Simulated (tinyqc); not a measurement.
Worked calculation: three-level Kane dispersion of a narrow-gap semiconductor. Values are carried at full precision from step to step, so a last printed digit may differ when a step is redone from the rounded ones.

Zero of energy at Gamma8, c = hbar^2/2m0, P^2 = Ep c. The free-electron term and remote bands are left out, so the heavy holes are flat at E = 0 and the other three bands obey E (E - Eg)(E + Dso) = P^2 k^2 (E + 2 Dso/3). The conduction band is the highest root; its edge is Ec = max(Eg, 0).

Constants: hbar^2/2m0 = 3.80998211 eV angstrom^2; hbar = 6.58211957e-16 eV s; e^2/(4 pi eps0) = 14.39964547 eV angstrom; muB = 5.788381798e-05 eV/T.

Values chosen for the exercise (near those of GaSb; not measured data):
- Eg = 0.827 eV (E(Gamma6) - E(Gamma8))
- Dso = 0.76 eV (spin-orbit splitting)
- Ep = 28.1 eV (Kane energy)
- k = 0.014 1/angstrom (wave vector)
- n = 8.9e+17 cm^-3 (electron density)
- eps = 14.5 (high-frequency dielectric constant)
- B = 4 T (magnetic field)

## The three bands at one k

Expand the equation into E^3 + a2 E^2 + a1 E + a0 = 0 and give its roots; compare with the two-level form (Dso to infinity) E = Eg/2 +/- sqrt(Eg^2/4 + (2/3) P^2 k^2).

P^2 k^2 = 0.020984 eV^2

a2, a1, a0: -0.067000  -0.649504  -0.010632

roots (eV): -0.7644  -0.0164  0.8478

two-level form (eV): -0.0166  0.8436

The two-level form misses the highest root by -4.3 meV. The order is normal: Gamma6 forms the conduction band.

## Mass at the edge and limiting velocity

m0* = Eg (Eg + Dso)/(Ep (Eg + 2 Dso/3)). In the two-level form the velocity tends to v = sqrt(2/3) P/hbar, and |Eg| = 2 m v^2 with m = 3 |Eg|/(2 Ep), as for a relativistic particle. 1 angstrom = 1e-10 m.

m0* = 0.03502 m0
P = 10.3470 eV angstrom
v = 1.284e+06 m/s
k at which the linear part sets in, |Eg|/(2 hbar v) = 0.04894 1/angstrom

## Fermi level and mass at a given density

Degenerate electrons at T = 0: kF = (3 pi^2 n)^(1/3), 1 cm^-3 = 1e-24 angstrom^-3; EF is the highest root at kF. The momentum (cyclotron, optical) mass is m(E) = hbar^2 k/(dE/dk) = c d(k^2)/dE with d(k^2)/dE = k^2 [1/E + 1/(E - Eg) + 1/(E + Dso) - 1/(E + 2 Dso/3)]; the density of states is k d(k^2)/dE/(2 pi^2).

Edge mass m0* = Eg (Eg + Dso)/(Ep (Eg + 2 Dso/3)).

Compare EF - Ec with the parabolic value c kF^2/m0*.

kF = 0.02976 1/angstrom
EF - Ec = 0.0879 eV
parabolic value = 0.0963 eV
m(EF) = 0.04169 m0
m(EF)/m0* = 1.190
density of states at EF = 1.650e+19 1/(eV cm^3)

The parabola overstates EF - Ec by a factor of 1.10; (EF - Ec)/|Eg| = 0.11, and the two-level rule 1 + 2 (EF - Ec)/|Eg| = 1.213 estimates the mass ratio. Side valleys about 0.1 eV up, left out here, start to fill at about this Fermi level.

## Plasma and cyclotron energies

hbar wp = sqrt(8 pi c (e^2/4 pi eps0) n/(eps m)), hbar wc = 2 muB B/m (classical limit), with m = m(EF) and, for comparison, the edge mass; n in angstrom^-3.

hbar wp with m(EF), with m0* (meV): 45.06  49.16

hbar wc with m(EF), with m0* (meV): 11.11  13.22

hbar wc is not small against EF - Ec = 87.9 meV, so fewer than ten Landau levels are filled and the classical value is only a guide.

## Checks

- Roots of the cubic against the 8 x 8 Kane matrix without remote terms: they agree to 1e-10 or better.
- m(E) near the edge against m0*: both 0.03502.

Program tinyqc; command `OMP_NUM_THREADS=1 python tinyqc.py 1050041 1050042 out.jsonl`; about 0.01 s on one thread of a shared Intel(R) Xeon(R) Processor @ 2.30GHz.
